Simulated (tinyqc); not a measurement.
Layer against dose: implant damage, amorphisation by cascade overlap, and solid-phase epitaxial regrowth. Computed by tinyqc, a small Python program. Command: `OMP_NUM_THREADS=1 python tinyqc.py 3110664 3110665 out.jsonl sper walk`. One thread of a shared host (Intel(R) Xeon(R) Processor @ 2.30GHz), about 0.01 s of CPU time with the checks.

Range and width of the damage are inputs. Dynamic annealing enters only through the surviving share f.

Inputs (values chosen for the exercise, modelled on fluorine ions in silicon):

| quantity | value | unit |
|---|---|---|
| atomic density N | 49.9 | 1/nm^3 |
| ion Z1 | 9 | - |
| ion mass M1 | 19 | u |
| target Z2 | 14 | - |
| target mass M2 | 28.09 | u |
| ion energy E | 16 | keV |
| displacement energy E_d | 16 | eV |
| depth of the damage peak R_d | 18 | nm |
| width of the damage profile s_d | 13 | nm |
| share of defects that survive f | 0.65 | - |
| critical displaced share x_c | 0.083 | - |
| dose Q | 4e+14 | 1/cm^2 |

Constants: a_0 = 0.529177210903 angstrom; e^2/(4 pi eps_0) = 14.39964548 eV angstrom.

Method. Robinson partition: eps = E a M2/(Z1 Z2 (e^2/(4 pi eps_0)) (M1 + M2)), a = 0.8853 a_0/sqrt(Z1^(2/3) + Z2^(2/3)); k = 0.0793 Z1^(2/3) Z2^(1/2) (M1 + M2)^(3/2)/((Z1^(2/3) + Z2^(2/3))^(3/4) M1^(3/2) M2^(1/2)); damage energy T_d = E/(1 + k (eps + 0.40244 eps^(3/4) + 3.4008 eps^(1/6))); displacements nu = 0.8 T_d/(2 E_d). Displaced share x(z) = f nu Q exp(-(z - R_d)^2/(2 s_d^2))/(sqrt(2 pi) s_d N); the layer is amorphous where x > x_c, between R_d -/+ s_d sqrt(2 ln(x_max/x_c)), the upper edge being cut at the surface. Threshold dose Q_c = Q x_c/x_max.

threshold dose Q_c = 8.96062e+13 1/cm^2

displacements per ion nu = 231.718

Dose series; the last column is f nu Q erfc((z2 - R_d)/(sqrt2 s_d))/2:

| Q (1/cm^2) | x_max | upper edge (nm) | lower edge (nm) | displaced atoms beyond z2 (1/cm^2) |
|---|---|---|---|---|
| 9.86e+13 | 0.0913 | 12.314 | 23.686 | 4.9145e+15 |
| 1.34e+14 | 0.1241 | 6.337 | 29.663 | 3.7303e+15 |
| 2.24e+14 | 0.2075 | 0.402 | 35.598 | 2.9663e+15 |
| 3.58e+14 | 0.3316 | 0.000 | 39.637 | 2.5891e+15 |
| 6.27e+14 | 0.5808 | 0.000 | 43.643 | 2.2922e+15 |
| 1.08e+15 | 1.0004 | 0.000 | 47.007 | 2.0873e+15 |
| 2.24e+15 | 2.0749 | 0.000 | 50.984 | 1.8848e+15 |
| 4.48e+15 | 4.1497 | 0.000 | 54.363 | 1.7395e+15 |

A dose 45 times larger moves the lower edge from 23.7 to 54.4 nm, as the root of a logarithm, and the damage beyond it falls by a factor 2.8, since the edge lies on an ever steeper tail. The layer reaches the surface at Q_c exp(R_d^2/(2 s_d^2)) = 2.34e14 per cm^2.

Extremes, crossings and ranges named in words are read from the listed rows.
